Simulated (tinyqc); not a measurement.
# Threshold-voltage variability of a planar MOSFET, analytic estimates, step by step

Program tinyqc, `OMP_NUM_THREADS=1 python tinyqc.py 2090028 2090029 out.jsonl`; Intel Xeon 2.30GHz, shared host, one thread, about 0.01 s. Printed values are rounded.

Three independent sources add in quadrature: random dopants in the depleted layer, metal-gate grains of two orientations, and roughness of the two gate edges acting through the roll-off VT = VT(long) - Vr exp(-L/l). These are first-order estimates: no three-dimensional electrostatics, no percolation.

Values chosen for this exercise; material values close to those of silicon:
- T = 300 K (temperature)
- Eg = 1.12 eV (band gap)
- eps_r = 11.7 (relative permittivity of the semiconductor)
- Nc = 2.85e19 cm^-3 (conduction-band density of states at T)
- Nv = 2.63e19 cm^-3 (valence-band density of states at T)
- Na = 2.7e18 cm^-3 (channel doping)
- ti = 2.4 nm (oxide-equivalent thickness in inversion)
- L = 25 nm (gate length)
- W = 97 nm (gate width)
- G = 4 nm (metal grain size)
- dW = 0.2 eV (work-function difference of the two grain orientations)
- p = 0.6 (share of the orientation of higher work function)
- De = 1.3 nm (rms roughness of one gate edge)
- La = 15 nm (correlation length of the roughness)
- l = 6 nm (decay length of the threshold roll-off)
- Vr = 2.5 V (prefactor of the roll-off)
- n = 1.28 (subthreshold factor)
- gI = 10 1/V (gm/I of a matched pair)
- sb = 2.2 % (spread of the gain factor of one device)
- Nb = 1048576 (number of cells)
- Y = 0.989 (wanted yield)

Constants: q = 1.602176634e-19 C, kB = 1.380649e-23 J/K, Vt = kB T/q, eps0 = 8.8541878128e-14 F/cm where lengths are in cm. Results are converted to the units shown.

Range of the model: gI s exceeds 0.2, so the linear formula for the current mismatch is only a rough guide.

## Random dopants

ni = sqrt(Nc Nv) exp(-Eg/(2 Vt)), Eg in volts; Cox = 3.9 eps0/ti; Wd = sqrt(4 eps0 eps_r Vt ln(Na/ni)/(q Na)); dopants: s1 = (q/Cox) sqrt(Na Wd/(3 L W)). The slope A1 = s1 sqrt(L W); mean number of dopants Na L W Wd.

Cox = 1.438806 uF/cm^2
Wd = 21.88743 nm
mean number of dopants = 143.3080
A1 = 1.562885 mV um
s1 = 31.73738 mV

Counting alone, 1/sqrt(N) of the depletion voltage q Na Wd/Cox = 658 mV, would give sqrt(3) times more: dopants deep in the layer act less on the surface.

## Metal grains and edge roughness

Grains: Ng = L W/G^2 (at least 1), s2 = dW sqrt(p (1 - p)/Ng). Edges, with exponential correlation and u = W/La: the mean gate length has sL^2 = 2 De^2 (2/u)[1 - (1 - exp(-u))/u]; s3 = sL (Vr/l) exp(-L/l).

Ng = 151.5625
s2 = 7.958656 mV
sL = 0.9401906 nm
dVT/dL = 6.459939 mV/nm
s3 = 6.073574 mV

## Total spread, mismatch and leakage

s = sqrt(s1^2 + s2^2 + s3^2). For a pair: s(dVT) = sqrt(2) s; current mismatch sqrt(2) sqrt((gI s)^2 + sb^2); input offset = current mismatch/gI. For a Gaussian VT the off current is log-normal with mean/median = exp(s^2/(2 (n Vt)^2)).

s = 33.27897 mV
s(dVT) = 47.06357 mV
current mismatch = 47.16630 %
input offset = 47.16630 mV
mean/median of Ioff = 1.658162

The dopants give 90.9 % of the variance; without them s would be 10.0 mV. A current mismatch this large is beyond the linear estimate.

## Iteration 1: margin in standard deviations for the wanted yield

k at the start = 4

Cells fail independently with probability Q(k) = erfc(k/sqrt(2))/2 when the margin is k standard deviations, and Y = exp(-Nb Q(k)). phi = exp(-k^2/2)/sqrt(2 pi). Newton steps on ln Q(k) = ln(-ln(Y)/Nb): k(new) = k + [ln Q - ln(-ln(Y)/Nb)] Q/phi.

Q(k) = 3.167124e-5
phi = 1.338302e-4
k after iteration 1 = 5.894917

## Iteration 2: margin in standard deviations for the wanted yield

As before.

Q(k) = 1.874344e-9
phi = 1.135095e-8
k after iteration 2 = 5.609623

## Course of the iteration: margin in standard deviations for the wanted yield

Stop when k changes by less than 1e-9, or after 30 iterations.

Course of the iteration:
```
iteration         k  |change|
1          5.894917      1.89
2          5.609623     0.285
3          5.602759   6.86e-3
4          5.602755   3.97e-6
5          5.602755  1.33e-12
```

Converged in 5 iterations. At the end the number of correct digits about doubles with each step. With s(dVT) = 47.1 mV, 5.60 standard deviations are 264 mV.
